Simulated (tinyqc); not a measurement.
Yield over energy: physical sputtering: collision-cascade yield, angular dependence, faceting and resputtering in deposition. Computed by tinyqc, a small Python program. Command: `OMP_NUM_THREADS=1 python tinyqc.py 3005301 3005302 out.jsonl sputter walk`. One thread of a shared host (Intel(R) Xeon(R) Processor @ 2.30GHz), about 0.01 s of CPU time with the checks.

Ions start collision cascades; atoms that reach the surface with more than U leave. The target is amorphous or fine-grained.

Inputs (values chosen for the exercise, modelled on krypton ions on germanium): ion Z1 = 36; ion mass M1 = 83.8 u; target Z2 = 32; target mass M2 = 72.6 u; surface binding energy U = 3.85 eV; target density N = 44.2 1/nm^3; fit factor Q = 0.61; ion energy E = 63 eV; current density J = 2.4 mA/cm^2.

Constants: e = 1.602176634e-19 C.

Method. gamma = 4 M1 M2/(M1 + M2)^2; threshold E_th = 6.7 U/gamma for M1 >= M2, else U (1 + 5.7 M1/M2)/gamma. eps = 0.03255 M2 E/(Z1 Z2 (M1 + M2) z), z = (Z1^(2/3) + Z2^(2/3))^(1/2), E in eV; s_n = 3.441 sqrt(eps) ln(eps + 2.718)/(1 + 6.355 sqrt(eps) + eps (6.882 sqrt(eps) - 1.708)); S_n = 84.78 Z1 Z2 M1 s_n/((M1 + M2) z) in eV angstrom^2; alpha = 0.249 (M2/M1)^0.56 + 0.0035 (M2/M1)^1.5 for M1 <= M2, else 0.0875 (M2/M1)^(-0.15) + 0.165 M2/M1; Y0 = 0.042 Q alpha S_n/U [1 - sqrt(E_th/E)]^2.5 (the electronic-loss factor of the full formula is dropped). Erosion rate = Y0 J/(e N); 1 cm^2 = 1e14 nm^2.

threshold E_th = 25.9280 eV

Normal incidence:
```
E (eV)         eps  S_n (eV angstrom^2)      Y0  Y0 per keV
50      1.4317e-04                437.2  0.0280      0.5603
100     2.8633e-04                600.9  0.1568      1.5679
200     5.7267e-04                817.3  0.4140      2.0699
300     8.5900e-04                972.5  0.6298      2.0993
500     1.4317e-03               1201.6  0.9738      1.9476
1000    2.8633e-03               1575.7  1.5708      1.5708
2000    5.7267e-03               2022.1  2.3111      1.1556
5000    1.4317e-02               2705.2  3.4699      0.6940
10000   2.8633e-02               3262.9  4.4272      0.4427
30000   8.5900e-02               4111.6  5.9003      0.1967
100000  2.8633e-01               4659.7  6.9183      0.0692
```

What follows from these numbers?

The yield per keV peaks at 300 eV among these rows, 12 times the threshold, the most economical range for removing atoms. Y0 varies as E^2.48 between the first rows and as E^0.13 at the end, where nuclear stopping is flattening. Caution: within a few times the threshold, cascades are short and these fits are rough. Caution: the electronic-loss factor, dropped here, would lower the yields at the highest energies slightly.

Extremes, crossings and ranges named in words are read from the listed rows.
